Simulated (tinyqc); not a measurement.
Comparisons within one model: nanosheet or nanowire with hard walls, valleys of the Si type. A value that a table varies takes the place of the one given here.

Six ellipsoidal valleys along the cube axes: inverse mass tensor w = 1/mt + (1/ml - 1/mt) a a^T with a the unit axis. Device axes: x along the channel, z = [001], y = z x x.

Hard walls around a W x H rectangle. The block w_c of w in (y, z) confines; the transport mass follows from 1/m_x = w_xx - w_xc w_c^-1 w_cx. The cross-section problem c (w_yy ky^2 + 2 w_yz ky kz + w_zz kz^2), c = hbar^2/2m0, is solved in products sin(n pi y/W) sin(l pi z/H), n, l = 1 to 12; if w_yz = 0 the levels are c pi^2 (w_yy n^2/W^2 + w_zz l^2/H^2). The w_yz term couples (n, l) to (n', l') by -2 c w_yz D_nn'(W) D_ll'(H) with D_nm(L) = 4 n m/(L (n^2 - m^2)) for n + m odd and 0 otherwise.

Without degeneracy the line density is N1 exp((EF - Ec)/kB T) with N1 = sum 2 g sqrt(m_x kB T/(4 pi c)) exp(-E/kB T), here over n, l up to 80 where w_yz = 0 and over all levels of a 12 x 12 sine basis otherwise; the classical value is W H Nc with Nc = 2 g_all (m_dos kB T/(4 pi c))^(3/2), m_dos = (ml mt^2)^(1/3); dVt = kB T ln(W H Nc/N1).

Constants: hbar^2/2m0 = 3.80998211 eV angstrom^2; kB = 8.617333262e-05 eV/K.

Inputs chosen for the exercise (near those of Si; the results hold for these values, not for the real material):
- ml = 0.904 m0 (longitudinal mass)
- mt = 0.191 m0 (transverse mass)
- T = 300 K (temperature)
- g_all = 6 (number of valleys)
- channel = 110 (transport direction x on a (001) wafer)
- H = 62 angstrom (height, along z = [001])
- Ws = (25, 35, 50, 75, 110, 170, 260) angstrom (widths)
- W = 95 angstrom (width, along y)

## From wire to sheet

Valleys:
```
group  valleys g     w_yy     w_zz   |w_yz|  m_x (m0)
A              2  5.23560  1.10619  0.00000   0.19100
B              4  3.17090  5.23560  0.00000   0.54750
```

Lowest level of each group (groups ordered by w_zz, then w_yy) and dVt against the width.

Results:
```
W (angstrom)  A1 (eV)  B1 (eV)  dVt (mV)
25             0.3258   0.2420     211.1
35             0.1715   0.1486     122.9
50             0.0896   0.0989      74.8
75             0.0458   0.0724      50.0
110            0.0271   0.0611      40.1
170            0.0176   0.0553      34.5
260            0.0137   0.0530      31.4
```

How do the results move?

dVt falls from 211 to 31 mV. The lowest group changes from B to A between W = 35 and 50 angstrom (H = 62). At the widest W the lowest level is 0.0137 eV; the film limit c pi^2 w_zz/H^2 of that group is 0.0108 eV.

## Channel direction

The same rectangle along [100] and [110]; groups ordered by w_zz, then w_yy.

Lowest level of each group:
```
channel, group  valleys g   w_yy   w_zz  |w_yz|  m_x (m0)  E (eV)
[100] A                 2  5.236  1.106   0.000     0.191  0.0326
[100] B                 2  1.106  5.236   0.000     0.191  0.0558
[100] C                 2  5.236  5.236   0.000     0.904  0.0730
[110] A                 2  5.236  1.106   0.000     0.191  0.0326
[110] B                 4  3.171  5.236   0.000     0.547  0.0644
```

How do the results move?

The lowest subband has m_x = 0.191 m0 and 2 valleys along [100], and 0.191 m0 and 2 valleys along [110]; its edge lies at 0.0326 and 0.0326 eV. These valleys have their axis along z, so turning the channel in the wafer plane leaves them alone; only the higher groups change.

## What each parameter does

E1 and E2 are the two lowest subband edges over all groups. Each row changes one parameter from the base and keeps the others.

Results:
```
case              E1 (eV)  E2 - E1 (meV)  m_x of lowest (m0)  dVt (mV)
base               0.0326           31.8               0.191      43.0
W = 110 angstrom   0.0271           32.5               0.191      40.1
H = 70 angstrom    0.0303           23.1               0.191      38.2
T = 350 K          0.0326           31.8               0.191      44.6
ml = 0.994 m0      0.0317           29.5               0.191      42.6
mt = 0.172 m0      0.0350           32.5               0.172      46.2
```

How do the results move?

The largest shifts from the base row, up to three for each result and ties (the steps differ in size, so this ranks the rows, not the parameters). E1 (eV): W -0.0055, mt +0.0024, H -0.0023; unchanged at the printed digits by T. E2 - E1 (meV): H -8.7, ml -2.3, W +0.7, mt +0.7; unchanged at the printed digits by T. m_x of lowest (m0): mt -0.019; unchanged at the printed digits by W, H, T and ml. dVt (mV): H -4.8, mt +3.1, W -3.0.

Computed by tinyqc, a small Python program: `OMP_NUM_THREADS=1 python tinyqc.py 1281041 1281042 out.jsonl` (the numbers bound the seed that draws the inputs); one thread of a shared host (Intel(R) Xeon(R) Processor @ 2.30GHz), about 0.05 s for the whole set of steps.
